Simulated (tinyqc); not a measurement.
Trap density from swing and capacitance.

Problem. In an MOS structure at one bias the subthreshold swing is S = Vt ln 10 (1 + (Cd + q Dit)/Cox) and 1/C_HF = 1/Cox + 1/Cd, Cox = 3.9 eps0/EOT. Find Cd and Dit.

Parameters, values chosen for the exercise: temperature T = 300 K; equivalent oxide thickness EOT = 1.5 nm.

Constants: q = 1.602176634e-19 C, kB = 1.380649e-23 J/K, Vt = kB T/q, eps0 = 8.8541878128e-14 F/cm where lengths are in cm. Results are converted to the units shown.

S = 63.145574 mV/decade
C_HF = 112.55454 nF/cm^2

Solution. C_HF gives Cd, and the swing gives Cd + q Dit.

Cd = 118 nF/cm^2
Dit = 1.35e11 cm^-2 eV^-1

Computed by the program tinyqc: `OMP_NUM_THREADS=1 python tinyqc.py 2030167 2030168 out.jsonl`, one thread of a shared Intel Xeon 2.30GHz, about 0.01 s for the whole run.
